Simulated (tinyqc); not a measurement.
# MOSFET in the linear regime without short-channel effects, parameter extraction from computed curves: effects of single changes

Inversion charge Q = Cox n Vt W0(exp((Vg - VT)/(n Vt))), W0 the Lambert function and n = nf; u = Q/Cox; mobility mu = mu0/(1 + th1 u + th2 u^2); channel resistance Rch = (L - dL)/(W mu Q); Id = Vd/(Rch + Rsd/W). Cox = eps0 eox/tox. Small Vd, no channel-length or drain effects.

Inputs (values chosen for the exercise); channel values of the order met in silicon transistors:

| symbol | value | unit | meaning |
|---|---|---|---|
| T | 300 | K | temperature |
| eox | 9.26 |  | relative permittivity of the gate insulator (close to aluminium oxide) |
| tox | 13 | nm | insulator thickness |
| mu0 | 210 | cm^2/(V s) | low-field mobility |
| th1 | 0.45 | 1/V | first mobility attenuation factor |
| th2 | 0 | 1/V^2 | second mobility attenuation factor |
| VT | 0.37 | V | threshold voltage |
| nf | 1.13 |  | body factor |
| W | 0.5 | um | gate width |
| L | 1.5 | um | drawn gate length |
| dL | 0.009 | um | drawn less effective length |
| Rsd | 110 | ohm um | source plus drain resistance |
| Vd | 0.02 | V | drain voltage |

Constants: q = 1.602176634e-19 C, kB = 1.380649e-23 J/K, Vt = kB T/q, eps0 = 8.8541878128e-14 F/cm where lengths are in cm. Results are converted to the units shown.

Each table varies one quantity; the others keep the values above.

## Extraction methods against the second mobility attenuation factor

From the continuous curve Id(Vg): tangent at peak gm (V_ext = Vg - Id/gm); constant current Id = 0.1 uA W/L; peak of d2Id/dVg2; Y = Id/sqrt(gm) drawn through Vg = VT + 0.6 and VT + 0.8 V, with intercept VT_Y and slope s. Mobilities gm,max L/(W Cox Vd) and s^2 L/(W Cox Vd) with the drawn L. Last column: share of Rsd/W in the total resistance at VT + 0.8 V.

Extraction methods against the second mobility attenuation factor:
columns A: th2 (1/V^2); B: V_ext (V); C: constant current (V); D: second derivative (V); E: VT_Y (V); F: mobility from gm (cm^2/(V s)); G: mobility from Y (cm^2/(V s)); H: series share (%)
```
A         B      C      D      E    F    G      H
0     0.377  0.416  0.362  0.414  155  192  0.521
0.06  0.376  0.416  0.362  0.429  154  206  0.510
0.12  0.375  0.416  0.362  0.444  154  222  0.499
0.18  0.375  0.416  0.362  0.458  153  238  0.488
0.24  0.374  0.416  0.362  0.473  152  257  0.478
0.3   0.374  0.416  0.362  0.488  152  278  0.468
0.36  0.373  0.416  0.362  0.502  151  301  0.459
```

The model has VT = 0.37 V and mu0 = 210 cm^2/(V s). Over the table the extracted thresholds move by 3.4 mV (tangent), under 0.5 mV (constant current), under 0.5 mV (second derivative), 88 mV (Y function). The mobility from gm falls from 155 to 151 and that from Y rises from 192 to 301 cm^2/(V s).

## Extraction methods against the first mobility attenuation factor

Same model as above.

Extraction methods against the first mobility attenuation factor:
columns A: th1 (1/V); B: V_ext (V); C: constant current (V); D: second derivative (V); E: VT_Y (V); F: mobility from gm (cm^2/(V s)); G: mobility from Y (cm^2/(V s)); H: series share (%)
```
A        B      C      D      E    F    G      H
0    0.435  0.415  0.364  0.414  201  192  0.686
0.2  0.389  0.415  0.363  0.414  171  192  0.602
0.4  0.378  0.416  0.362  0.414  158  192  0.536
0.6  0.372  0.416  0.361  0.414  148  192  0.483
0.8  0.368  0.417  0.360  0.414  141  192  0.439
1    0.364  0.417  0.359  0.414  135  192  0.403
1.2  0.361  0.418  0.358  0.414  130  192  0.372
```

The model has VT = 0.37 V and mu0 = 210 cm^2/(V s). Over the table the extracted thresholds move by 73 mV (tangent), 3.1 mV (constant current), 6.0 mV (second derivative), under 0.5 mV (Y function). The mobility from gm falls from 201 to 130 and that from Y stays near 192 cm^2/(V s).

tinyqc, about 0.01 s, one thread, Intel Xeon 2.30GHz (shared host): `OMP_NUM_THREADS=1 python tinyqc.py 2210018 2210019 out.jsonl`
